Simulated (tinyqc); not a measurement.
Stretching all distances: RHF, UHF, MP2, CISD and CCSD against full CI in the 6-31g basis, for H3+, spin multiplicity 1. Computed by the program tinyqc with PySCF. All coordinates are multiplied by the scale. c0^2 is the weight of the RHF determinant in the lowest singlet FCI state (UHF is spin-contaminated and may lie near states of higher spin) and n(LUMO) the first natural occupation beyond the occupied space.

Geometry (angstrom):
```
atom       x       y        z
H     0.0000  0.0000   0.0000
H     0.0000  0.0000   0.8260
H     0.0000  0.0000  -0.8260
```

Full CI energy (hartree) and errors against it (kcal/mol):
```
scale   distance 1-2 (angstrom)     E(FCI)      RHF      UHF      MP2    CISD    CCSD  <S^2> UHF    c0^2  n(LUMO)
0.9200                   0.7599  -1.251989  20.7272  20.7272   6.2024  0.0000  0.0000     0.0000  0.9768   0.0389
1.1100                   0.9169  -1.246985  22.3839  22.3839   6.8871  0.0000  0.0000     0.0000  0.9678   0.0535
1.5000                   1.2390  -1.189423  26.5103  22.6548   8.6697  0.0000  0.0000     0.3715  0.9396   0.0965
1.6900                   1.3959  -1.159436  29.5812  19.6602   9.9380  0.0000  0.0000     0.5584  0.9188   0.1260
1.8900                   1.5611  -1.131012  33.5834  16.2646  11.4593  0.0000  0.0000     0.6923  0.8915   0.1624
2.0800                   1.7181  -1.107493  38.0113  13.4530  12.9416  0.0000  0.0000     0.7797  0.8612   0.2003
```

Estimate the missing row, scale = 1.31.

Computed row:
```
scale   distance 1-2 (angstrom)     E(FCI)      RHF      UHF     MP2    CISD    CCSD  <S^2> UHF    c0^2  n(LUMO)
1.3100                   1.0821  -1.220194  24.1872  23.9585  7.6662  0.0000  0.0000     0.0969  0.9554   0.0727
```

UHF parts from RHF first at scale 1.31 of those listed, where <S^2> leaves zero. The weight c0^2 goes from 0.98 to 0.86 and n(LUMO) from 0.04 to 0.20: static correlation grows as the bonds break into open-shell fragments. The spread of the error along the curve, which distorts its shape, is CISD 0.0, CCSD 0.0, MP2 6.7, UHF 10.5, RHF 17.3 kcal/mol. With two electrons CISD and CCSD are exact.
